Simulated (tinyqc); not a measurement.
# Free and trapped electrons in a MOS channel with a dense trap tail: what changes with what

p-type body, charge-sheet picture, full ionisation (an idealisation for deep acceptors), Boltzmann statistics for free electrons. e = Ec - EF at the surface. Acceptor-like traps of density D(E) = D0 + De exp(-E/Ew) at depth E below Ec, from 0 to Eu, hold n_t = integral of D(E)/(1 + exp((e - E)/Vt)). psi = Eg - Vt ln(Nv/Na) - e; N_dep = sqrt(2 eps0 eps_r Na (psi - Vt)/q); n_f = sqrt(N_dep^2 + 2 eps0 eps_r Vt Nc exp(-e/Vt)/q) - N_dep; Vg = Vfb + psi + q (N_dep + n_t + n_f)/Cox, Cox = eps0 eox/tox.

Parameters, values chosen for the exercise; band and dielectric values close to those of 4H silicon carbide: temperature T = 475 K; band gap Eg = 3.25 eV; relative permittivity eps_r = 9.89; conduction-band density of states at T Nc = 3.39e19 cm^-3; valence-band density of states at T Nv = 4.92e19 cm^-3; relative permittivity of the insulator eox = 3.9; insulator thickness tox = 30 nm; acceptor density Na = 1.2e16 cm^-3; flat-band voltage without trapped charge Vfb = -2.57 V; constant background density of acceptor-like traps D0 = 4.1e10 cm^-2 eV^-1; density of the tail at the conduction edge De = 1.6e13 cm^-2 eV^-1; decay energy of the tail Ew = 0.12 eV; depth below Ec down to which the traps reach Eu = 0.75 eV; mobility of free electrons mf = 140 cm^2/(V s).

Constants: q = 1.602176634e-19 C, kB = 1.380649e-23 J/K, Vt = kB T/q, eps0 = 8.8541878128e-14 F/cm where lengths are in cm. Results are converted to the units shown.

Each table varies one quantity; the others keep the values above.

## Free and trapped charge against gate voltage

Free share n_f/(n_f + n_t); swing ln 10 n_f/(dn_f/dVg); field-effect mobility mf q (dn_f/dVg)/Cox, for a constant mf; oxide field q (N_dep + n_t + n_f)/(eps0 eox).

Free and trapped charge against gate voltage:

| Vg (V) | e (eV) | n_f (cm^-2) | n_t (cm^-2) | free share (%) | swing (mV/decade) | field-effect mobility (cm^2/(V s)) | oxide field (MV/cm) |
|---|---|---|---|---|---|---|---|
| 0.4 | 0.6923 | 6.408e5 | 6.545e9 | 0.009790 | 123.3 | 0.002333 | 0.2509 |
| 1.1 | 0.3131 | 6.203e9 | 1.862e11 | 3.225 | 325.4 | 8.553 | 0.3579 |
| 1.7 | 0.2023 | 8.541e10 | 4.459e11 | 16.07 | 882.5 | 43.43 | 0.5209 |
| 2.4 | 0.1450 | 2.944e11 | 6.924e11 | 29.83 | 1894 | 69.75 | 0.7352 |
| 3 | 0.1149 | 5.295e11 | 8.634e11 | 38.01 | 2896 | 82.03 | 0.9251 |
| 3.7 | 0.08892 | 8.426e11 | 1.032e12 | 44.95 | 4119 | 91.78 | 1.150 |
| 4.4 | 0.06851 | 1.186e12 | 1.174e12 | 50.26 | 5360 | 99.30 | 1.376 |
| 5 | 0.05380 | 1.501e12 | 1.279e12 | 53.99 | 6428 | 104.7 | 1.571 |
| 5.7 | 0.03893 | 1.887e12 | 1.383e12 | 57.71 | 7679 | 110.3 | 1.800 |

n_f reaches 1e11 cm^-2 at Vg = 1.76 V, against 1.11 V without traps. The free share rises from 0.00979 to 57.7 % and the field-effect mobility rises from 0.00233 to 110 cm^2/(V s), although mf = 140 is constant: in the last row 78.8 % of Cox dVg goes into free electrons. The swing in the first row is 123 mV a decade (Vt ln 10 = 94.3). For Vg = 4.4, 5, 5.7 EF lies less than 2 Vt below the band edge, or above it, where degeneracy and confinement, left out, matter.

## Effect of the decay energy of the tail

VT is the Vg for n_f = 1e11 cm^-2; swing ln 10 n_f/(dn_f/dVg) at n_f = 1e8 cm^-2; the last three columns are for Vg = VT + 2.4 V, with free share n_f/(n_f + n_t) and field-effect mobility mf q (dn_f/dVg)/Cox; there EF is near the band edge, where Boltzmann statistics are rough.

Effect of the decay energy of the tail:

| Ew (eV) | e at VT (eV) | VT (V) | q n_t/Cox at VT (V) | swing (mV/decade) | n_f (cm^-2) | free share (%) | field-effect mobility (cm^2/(V s)) |
|---|---|---|---|---|---|---|---|
| 0.03 | 0.1953 | 1.156 | 0.04824 | 116.4 | 1.534e12 | 88.15 | 123.0 |
| 0.05 | 0.1953 | 1.204 | 0.09593 | 116.9 | 1.403e12 | 78.82 | 115.5 |
| 0.07 | 0.1953 | 1.303 | 0.1954 | 120.3 | 1.283e12 | 69.16 | 109.1 |
| 0.09 | 0.1953 | 1.455 | 0.3473 | 130.5 | 1.183e12 | 60.11 | 103.6 |
| 0.11 | 0.1953 | 1.651 | 0.5438 | 149.4 | 1.102e12 | 52.13 | 98.99 |
| 0.13 | 0.1953 | 1.882 | 0.7743 | 177.0 | 1.035e12 | 45.37 | 95.01 |
| 0.15 | 0.1953 | 2.136 | 1.029 | 211.8 | 9.809e11 | 39.75 | 91.58 |
| 0.17 | 0.1953 | 2.406 | 1.298 | 251.9 | 9.357e11 | 35.13 | 88.61 |

What does the comparison show?

As Ew goes from 0.03 to 0.17, VT rises from 1.16 to 2.41 V, its part due to traps rises from 0.0482 to 1.30 V, the swing rises from 116 to 252 mV/decade and the field-effect mobility falls from 123 to 88.6 cm^2/(V s).

tinyqc, about 0.02 s, one thread, Intel Xeon 2.30GHz (shared host): `OMP_NUM_THREADS=1 python tinyqc.py 2222017 2222018 out.jsonl`
